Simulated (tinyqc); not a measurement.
Offset from the accumulated charge.

Inverse problem. Layer 1 (x < 0) accumulates electrons and layer 2 (x > 0) is depleted. Boltzmann statistics. Sheet densities from the first integral: Q1 = sqrt((2 eps0 eps_r Vt N1/q)(exp(u1) - u1 - 1)) extra electrons, Q2 = sqrt((2 eps0 eps_r Vt N2/q)(exp(-u2) + u2 - 1)) missing ones, u = V/Vt; neutrality Q1 = Q2 + si. V1 + V2 = dE + Vt ln[(N2/Nc2)/(N1/Nc1)]. Find V1, V2 and dE.

Values chosen for this exercise; values of the order of III-V alloys: temperature T = 350 K; relative permittivity of both layers eps_r = 12.8; density of states of the narrow-gap layer 1 Nc1 = 6e17 cm^-3; density of states of the wide-gap layer 2 Nc2 = 6.4e17 cm^-3; donor density in layer 1 N1 = 3e15 cm^-3; donor density in layer 2 N2 = 7.7e15 cm^-3; fixed charge at the interface si = 0 cm^-2.

Constants: q = 1.602176634e-19 C, kB = 1.380649e-23 J/K, Vt = kB T/q, eps0 = 8.8541878128e-14 F/cm where lengths are in cm. Results are converted to the units shown.

Q1 = 1.2102380e11 cm^-2

Solution. Each sheet density rises steadily with its bending, so Q1 fixes V1 and Q2 = Q1 - si fixes V2.

V1 = 0.0820 V
V2 = 0.164 V
dE = 0.220 eV

tinyqc, about 0.1 s, one thread, Intel Xeon 2.30GHz (shared host): `OMP_NUM_THREADS=1 python tinyqc.py 2410115 2410116 out.jsonl`
